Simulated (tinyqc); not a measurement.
Temperature: two-band k.p model of the X valleys of a zinc-blende crystal.

k along the valley axis, counted from X, c = hbar^2/2m0, e = c k^2/ml. H = [[e - D/2, i P k], [-i P k, e + D/2]] with P^2 = D0 c/ml, so E = e -/+ sqrt(D^2/4 + D0 e). For D = 0 (diamond lattice) the bands cross at X.

With x = D/D0: for x < 1 the minima lie at k_m = sqrt(ml D0 (1 - x^2)/(4 c)), the hump at X has the height dE = (D0/4)(1 - x)^2 and the mass at the minimum is ml/(1 - x^2); the mass at X is ml/(1 - 1/x), negative for x < 1. For x > 1 the minimum is at X.

Thermal masses along the axis for one X point, lower band, E from the minimum, on 1601 points from -0.8 to 0.8 1/angstrom: density-of-states mass m_d = c I^2/(pi kT), I = integral of exp(-E/kT) dk; conductivity mass m_c = 2 c kT/<(dE/dk)^2> with central differences.

Constants: hbar^2/2m0 = 3.80998211 eV angstrom^2; kB = 8.617333262e-05 eV/K.

Inputs chosen for the exercise (out of a larger set: of the order of those of cubic SiC; not measured data): D = 2.97 eV (splitting of the two conduction levels at X); D0 = 0.963 eV (coupling energy); ml = 0.443 m0 (mass along the axis from remote bands).

Thermal masses against T.

Results:

| T (K) | kT (meV) | m_d | m_c |
|---|---|---|---|
| 10 | 0.86 | 0.655 | 0.655 |
| 20 | 1.72 | 0.655 | 0.655 |
| 100 | 8.62 | 0.655 | 0.654 |
| 200 | 17.23 | 0.654 | 0.653 |
| 300 | 25.85 | 0.654 | 0.652 |
| 500 | 43.09 | 0.652 | 0.649 |

Give the missing row, T (K) = 50.

Computed row:
```
T (K)  kT (meV)    m_d    m_c
50         4.31  0.655  0.655
```

m_d goes from 0.655 to 0.652 and m_c goes from 0.655 to 0.649. Both start from the edge mass 0.656 and tend to ml = 0.443 for kT far above D0. 

(tinyqc, `OMP_NUM_THREADS=1 python tinyqc.py 1880397 1880398 out.jsonl`, Intel(R) Xeon(R) Processor @ 2.30GHz, 1 thread, shared host, about 0.01 s.)
